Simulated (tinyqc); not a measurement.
## Gate voltage from the surface potential

Inverse problem. At the source end, Vgs + Vsb - Vfb - psi = gamma sqrt(G), G = psi - Vt + Vt exp((psi - 2 phiF - Vsb)/Vt), and the voltage over the insulator is gamma sqrt(G). Find that voltage and Vgs.

Inputs (values chosen for the exercise):
```
symbol  value  unit                   meaning
T         325     K               temperature
Vfb     -1.14     V         flat-band voltage
Vsb         2     V  source-body reverse bias
```

Constants: q = 1.602176634e-19 C, kB = 1.380649e-23 J/K, Vt = kB T/q. Results are converted to the units shown.

psi = 3.3216476 V
phiF = 0.60607541 V
gamma = 1.0288775 V^0.5

Answer. In this direction the relation is explicit: no iteration is needed.

voltage over the insulator = 2.23 V
Vgs = 2.41 V

Numbers from tinyqc (`OMP_NUM_THREADS=1 python tinyqc.py 2360147 2360148 out.jsonl`; about 0.07 s on one thread of a shared Intel Xeon 2.30GHz).
